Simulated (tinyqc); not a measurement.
Born-Oppenheimer dynamics on the RHF/sto-3g surface (energies and gradients from PySCF), for H4, spin multiplicity 1, step by step. Computed by tinyqc, a small Python program that keeps every step (integrals from PySCF). Settings: charge = 0, multiplicity = 1, basis = sto-3g, time step (fs) = 0.2, steps = 16. Command: `OMP_NUM_THREADS=1 python tinyqc.py 23543 23544 out.jsonl` (the two numbers bound the seeds that draw the settings). One thread of a shared host (Intel(R) Xeon(R) Processor @ 2.60GHz), about 0.7 s of CPU time with the checks.

## Velocity Verlet step 1

positions (bohr):
```
          x        y        z
1H   0.0113   0.0094   0.0189
2H  -0.0718  -0.1663   1.3568
3H  -0.0586   1.6233  -0.0529
4H   0.0548   1.7045   1.4551
```

velocities (bohr per atomic time unit):
```
             x           y           z
1H   0.0001418   0.0003330   0.0001708
2H  -0.0002902  -0.0006030  -0.0002423
3H  -0.0002223  -0.0000760  -0.0002123
4H   0.0003707   0.0003460   0.0002837
```

gradient (hartree/bohr):
```
            x          y          z
1H   0.003153   0.355828  -0.067028
2H   0.005539   0.319876   0.064568
3H  -0.008161  -0.360905  -0.110200
4H  -0.000532  -0.314799   0.112660
```

masses (electron masses): 1H 1837.1526, 2H 1837.1526, 3H 1837.1526, 4H 1837.1526

gradient after step 1 (hartree/bohr):
```
            x          y          z
1H   0.003194   0.347753  -0.063878
2H   0.005590   0.311721   0.061568
3H  -0.008546  -0.352937  -0.109829
4H  -0.000238  -0.306537   0.112139
```

dt = 0.2 fs = 8.2683 atomic units; x' = x + v dt - g dt^2 / (2m); after the new gradient g', v' = v - (g + g') dt / (2m).

positions after step 1 (bohr):
```
          x        y        z
1H   0.0125   0.0056   0.0216
2H  -0.0743  -0.1772   1.3536
3H  -0.0603   1.6294  -0.0526
4H   0.0579   1.7133   1.4553
```

velocities after step 1 (bohr per atomic time unit):
```
             x           y           z
1H   0.0001275  -0.0012503   0.0004653
2H  -0.0003153  -0.0020243  -0.0005261
3H  -0.0001847   0.0015304   0.0002829
4H   0.0003725   0.0017442  -0.0002221
```

## Velocity Verlet step 2

gradient after step 2 (hartree/bohr):
```
            x          y          z
1H   0.003208   0.326020  -0.056353
2H   0.005374   0.292091   0.054769
3H  -0.008937  -0.330897  -0.107318
4H   0.000355  -0.287215   0.108902
```

As before.

positions after step 2 (bohr):
```
          x        y        z
1H   0.0134  -0.0112   0.0266
2H  -0.0770  -0.1998   1.3481
3H  -0.0616   1.6486  -0.0482
4H   0.0610   1.7334   1.4514
```

velocities after step 2 (bohr per atomic time unit):
```
             x           y           z
1H   0.0001131  -0.0027665   0.0007359
2H  -0.0003400  -0.0033830  -0.0007879
3H  -0.0001453   0.0030692   0.0007715
4H   0.0003722   0.0030803  -0.0007195
```

## Energy conservation

The total energy should stay constant up to terms of order dt^2; the step counts as short enough if it moves by less than 2 % of the largest kinetic energy.

Trajectory:

| time (fs) | 1H-2H (angstrom) | potential (hartree) | kinetic (hartree) | total (hartree) |
|---|---|---|---|---|
| 0.0000 | 0.7154 | -1.807152 | 0.001015 | -1.806138 |
| 0.2000 | 0.7130 | -1.817225 | 0.010983 | -1.806242 |
| 0.4000 | 0.7080 | -1.843760 | 0.037266 | -1.806494 |
| 0.6000 | 0.7008 | -1.882790 | 0.075977 | -1.806813 |
| 0.8000 | 0.6919 | -1.929167 | 0.122047 | -1.807120 |
| 1.0000 | 0.6817 | -1.977768 | 0.170404 | -1.807364 |
| 1.2000 | 0.6710 | -2.024333 | 0.216812 | -1.807522 |
| 1.4000 | 0.6605 | -2.065852 | 0.258256 | -1.807596 |
| 1.6000 | 0.6511 | -2.100597 | 0.292999 | -1.807598 |
| 1.8000 | 0.6435 | -2.128000 | 0.320458 | -1.807542 |
| 2.0000 | 0.6384 | -2.148456 | 0.341015 | -1.807442 |
| 2.2000 | 0.6364 | -2.163125 | 0.355813 | -1.807312 |
| 2.4000 | 0.6377 | -2.173681 | 0.366509 | -1.807173 |
| 2.6000 | 0.6424 | -2.181993 | 0.374941 | -1.807052 |
| 2.8000 | 0.6504 | -2.189689 | 0.382712 | -1.806977 |
| 3.0000 | 0.6612 | -2.197730 | 0.390768 | -1.806962 |
| 3.2000 | 0.6742 | -2.206204 | 0.399209 | -1.806996 |

The total energy moves within 1.5e-03 hartree, under 2 % of the largest kinetic energy.
